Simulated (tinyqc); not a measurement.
## Abrupt p-n junction, non-linear Poisson equation by Newton steps: effect of temperature

One dimension, p side on the left, n side on the right; net doping C = -Na for x < 0 and +Nd for x > 0. The potential psi is counted from the intrinsic level, and the quasi-Fermi potentials are flat: 0 for holes and -V for electrons, so n = ni exp((psi + V)/Vt) and p = ni exp(-psi/Vt) (Boltzmann statistics, full ionisation, no current). Under reverse bias this makes the minority densities vanishingly small everywhere; they play no part in the charge.

Nc and Nv are given at 250 K and scale as (T/250 K)^1.5; Eg and eps_r are held fixed and ionisation stays complete. ni = sqrt(Nc Nv) exp(-Eg/(2 Vt)), Eg in volts. Depletion approximation: Vbi = Vt ln(Na Nd/ni^2), W = sqrt(2 eps0 eps_r (Vbi - V)(1/Na + 1/Nd)/q), xp = W Nd/(Na + Nd), xn = W Na/(Na + Nd), peak field 2 (Vbi - V)/W, capacitance eps0 eps_r/W. Exact first integral for an abrupt junction with thick neutral sides: psi_p = -Vt ln(Na/ni), psi_n = Vt ln(Nd/ni) - V, psi_j = (Nd psi_n + Na psi_p - Vt (Nd - Na))/(Na + Nd) at the junction, n_j = ni exp((psi_j + V)/Vt), p_j = ni exp(-psi_j/Vt), and E_j^2 = (2 q/(eps0 eps_r)) [Nd (psi_n - psi_j - Vt) + Vt (n_j + p_j)] (minority densities of the neutral sides neglected).

Values chosen for this exercise; band and dielectric values close to those of gallium nitride: band gap Eg = 3.37 eV; relative permittivity eps_r = 9.47; conduction-band density of states at the reference temperature Nc = 1.77e18 cm^-3; valence-band density of states at the reference temperature Nv = 3.54e19 cm^-3; acceptor density of the p side Na = 6.8e17 cm^-3; donor density of the n side Nd = 2.9e18 cm^-3; bias of the p side against the n side V = -5.8 V.

Constants: q = 1.602176634e-19 C, kB = 1.380649e-23 J/K, Vt = kB T/q, eps0 = 8.8541878128e-14 F/cm where lengths are in cm. Results are converted to the units shown.

The same in every row: share of W on the n side (%) = 18.99.

Effect of temperature:
```
T (K)  ni (cm^-3)  Vbi (V)  W (nm)  peak field, depletion (kV/cm)  peak field, exact (kV/cm)
200     1.963e-24    3.322   131.7                           1386                       1383
240     3.079e-17    3.301   131.5                           1384                       1381
280     4.402e-12    3.278   131.3                           1382                       1379
320      3.324e-8    3.254   131.2                           1381                       1376
360      3.524e-5    3.229   131.0                           1379                       1374
400      0.009432    3.202   130.8                           1377                       1371
440        0.9262    3.175   130.6                           1374                       1369
480         42.83    3.146   130.4                           1372                       1366
```

ni rises from 1.96e-24 to 42.8 cm^-3, while Vbi falls from 3.32 to 3.15 V, on average -0.628 mV/K; W falls from 132 to 130 nm. The depletion field is 0.19 % above the exact one in the first row and 0.47 % above it in the last. In every row a doping exceeds a fifth of its band density of states, where Boltzmann statistics begin to fail.

Computed by the program tinyqc: `OMP_NUM_THREADS=1 python tinyqc.py 2000152 2000153 out.jsonl`, one thread of a shared Intel Xeon 2.30GHz, about 0.05 s for the whole run.
